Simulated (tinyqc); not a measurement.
Weaire-Thorpe hybrids on a Bethe lattice: gap and dangling bond of an amorphous tetrahedral solid: one step. Densities at that energy.

Four sp3 hybrids an atom at energy 0, coupled by -V1 on the atom and by -V2 along a bond; the bonds form a tree (no rings). For any network the gap runs at least from -V2 + V1 to V2 - 3 V1, and p-like states pile up at -V2 + V1 and V2 + V1. On the tree the gap is wider: it ends at Ec = -V1 + sqrt(V2^2 + 4 V1^2 - 2 sqrt3 V1 V2), which makes it well wider than the gaps of the real glasses. A branch seen from a hybrid has the self-energy S = V2^2 g, where g is the Green function of the hybrid across the bond, whose three partners carry S themselves. With a = z - V1, b = a - S: g = 1/(a + V1 b/(b + 3 V1)), z = E + i eta. A full atom has G = (1/b)(b + 3 V1)/(b + 4 V1) per hybrid; a dangling hybrid with shift dh has G = 1/(1/g - dh).

Values chosen for the exercise (of the size of tabulated hybrid energies for amorphous silicon; shifted at random, so the results belong to these values and not to a real crystal): V1 = 1.78 eV (coupling of two hybrids on one atom); V2 = 4.33 eV (coupling of the two hybrids of a bond); E = 1.57 eV (energy); eta = 0.02 eV (broadening); dh = -0.89 eV (shift of the dangling hybrid (rehybridisation)).

S = 5.486921-5.587571i eV

Task: With z = E + i eta, b = z - V1 - S: full atom G = (b + 3 V1)/(b (b + 4 V1)); g = S/V2^2; dangling hybrid 1/(1/g - dh); densities -Im G/pi.

Give: G; densities.

Result:

G (1/eV): (bulk) -0.0562-0.1077i, (dangling with dh = 0) 0.2927-0.2980i, (dangling with dh) 0.2700-0.1796i
densities (1/eV): (bulk) 0.0343, (dangling with dh = 0) 0.0949, (dangling with dh) 0.0572

Computed by tinyqc, a small Python program: `OMP_NUM_THREADS=1 python tinyqc.py 1452786 1452787 out.jsonl` (the numbers bound the seed that draws the inputs); one thread of a shared host (Intel(R) Xeon(R) Processor @ 2.30GHz), about 0.03 s for the whole set of steps.
